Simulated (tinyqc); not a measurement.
# Strain, valley repopulation and piezoresistance in a many-valley conduction band, step by step

A worked calculation. Computed by tinyqc, a small Python program that keeps every step. Command: `OMP_NUM_THREADS=1 python tinyqc.py 3022241 3022242 out.jsonl valleys walk`. One thread of a shared host (Intel(R) Xeon(R) Processor @ 2.30GHz), about 0.03 s of CPU time with the checks. Intermediate numbers are printed to about 6 digits and carried at full precision; extremes and crossings named in words are read from the listed rows.

Valleys are ellipsoids with mass m_l along the axis a and m_t across it, parabolic, with one constant relaxation time; strain shifts the valleys and leaves the masses alone. Currents are taken along [100], along the load, and along [010], across the load.

Inputs (values chosen for the exercise, modelled on silicon): longitudinal mass m_l = 0.926 m_0; transverse mass m_t = 0.193 m_0; shear deformation potential Xi_u = 8.94 eV; dilation deformation potential Xi_d = 1.1 eV; C11 = 165 GPa; C12 = 63.6 GPa; C44 = 78.9 GPa; stress X (tension positive) = 1200 MPa; electron density n = 2.9e+16 1/cm^3; relaxation time tau = 66 fs; temperature T = 350 K.

Valley axes: <100> (6 valleys in 3 pairs). Load: uniaxial [100].

Constants: k_B = 8.617333262e-05 eV/K; m_0 = 9.1093837015e-31 kg; k_B = 1.380649e-23 J/K; hbar = 1.054571817e-34 J s; e = 1.602176634e-19 C.

## Strain

Compliances S11 = (C11 + C12)/((C11 - C12)(C11 + 2 C12)), S12 = -C12/((C11 - C12)(C11 + 2 C12)), S44 = 1/C44; stress sigma_ij = X n_i n_j for the unit vector n of the load; e_xx = S11 sigma_xx + S12 (sigma_yy + sigma_zz), e_xy = S44 sigma_xy/2 (tensor strain).

strain tensor (%), rows x, y, z:
$$\begin{pmatrix}
0.925847 & 0.000000 & 0.000000 \\
0.000000 & -0.257585 & 0.000000 \\
0.000000 & 0.000000 & -0.257585
\end{pmatrix}$$

Caution: strain near 1 % also warps the bands and changes masses and intervalley scattering, which this model leaves out.

## Valley shifts

Herring-Vogt shift of a valley with unit axis a: dE = Xi_d tr(e) + Xi_u a.e.a.

shifts dE (meV): x 87.2882, y -18.5106, z -18.5106

splitting (highest minus lowest) = 105.799 meV

Lowest: y, z; the splitting is 3.51 k_B T.

## Populations

Each of the 6 valleys holds n_v = N_v (2/sqrt(pi)) F_1/2((E_F - dE_v)/(k_B T)), N_v = 2 (m_d k_B T/(2 pi hbar^2))^(3/2), m_d = (m_l m_t^2)^(1/3); E_F solves sum n_v = n and is counted from the unstrained edge. F_j(eta) = int_0^infinity x^j/(1 + exp(x - eta)) dx, without a gamma-function factor. It is evaluated after integrating by parts. Integrals over x = E/(k_B T) use 160 Gauss-Legendre points in u = sqrt(x) from 0 to sqrt(max(eta, 0) + 32).

Fermi level E_F = -220.936 meV

share of the electrons (per pair): x 0.014766, y 0.492617, z 0.492617

## Mobility tensor and resistance change

Mobility tensor mu = e tau sum_v (n_v/n) [1/m_t + (1/m_l - 1/m_t) a a^T]; unstrained mu_0 = e tau (1/m_l + 2/m_t)/3; resistivity along d from the inverse tensor, rho_d = d.mu^-1.d/(n e), mobility along d = 1/(d.mu^-1.d); gauge pi_d = (rho_d/rho_0 - 1)/X.

mobility tensor (cm^2/(V s)), rows x, y, z:
$$\begin{pmatrix}
594.432 & 0.000 & 0.000 \\
0.000 & 366.925 & 0.000 \\
0.000 & 0.000 & 366.925
\end{pmatrix}$$

unstrained mobility mu_0 = 442.761 cm^2/(V s)

mobility along the first direction = 594.432 cm^2/(V s)

mobility along the second direction = 366.925 cm^2/(V s)

resistance change along the first direction = -25.5153 %

resistance change along the second direction = 20.6678 %

The mobility lies between e tau/m_l = 125 and e tau/m_t = 601; the trace stays at 3 mu_0. Along the first direction the filled valleys present more of their light mass.

## Linear piezoresistance coefficients

With eta_0 the reduced Fermi level without strain, r = F_-1/2(eta_0)/(2 F_1/2(eta_0)) (1 for a classical gas) and c = r (Xi_u/k_B T) (m_l - m_t)/(2 m_l + m_t): pi11 = -(2/3) c (S11 - S12), pi12 = -pi11/2, pi44 = 0, with S11 - S12 = 1/(C11 - C12).

eta_0 = -7.10228

degeneracy factor r = 0.999709

pi11 = -69.8316 1e-11/Pa

pi12 = 34.9158 1e-11/Pa

pi44 = 0 1e-11/Pa

The gas is classical, so the coefficients follow 1/T.

## Full result against the linear law

Linear theory: pi_l = pi11, pi_t = pi12.

Resistance changes (%); at 2000 MPa the strain is near or above 1 %, where band warping, left out here, matters:
```
X (MPa)  splitting (meV)  largest share  first direction    linear  second direction    linear
-2000            176.331       0.994248          245.644   139.663          -26.2179  -69.8316
-1000             88.166       0.902851          158.001    69.832          -23.4422  -34.9158
-400              35.266       0.616747           43.834    27.933          -13.2229  -13.9663
-150              13.225       0.436642           12.497    10.475           -5.2621   -5.2374
-50                4.408       0.366554            3.705     3.492           -1.7548   -1.7458
50                 4.408       0.349155           -3.291    -3.492            1.7308    1.7458
150               13.225       0.378059           -8.775   -10.475            5.0523    5.2374
400               35.266       0.432775          -17.618   -27.933           11.9733   13.9663
1000              88.166       0.486906          -24.828   -69.832           19.7803   34.9158
2000             176.331       0.499278          -26.302  -139.663           21.7199   69.8316
```

Along the first direction the linear law holds within 10 % for 2 of the 10 stresses, at -50.0, 50.0 MPa. At the largest compression the full change is +245.6 % against the linear +139.7 %, at the largest tension -26.3 % against -139.7 %: once the splitting is comparable with k_B T (or E_F) the populations no longer follow it linearly, and the change must saturate when the upper valleys are empty.

Checks made by the program: trace of the tensor against 3 mu_0 (relative difference below 1e-10); linear coefficients against the full calculation at 0.01 MPa (relative difference 9e-06).
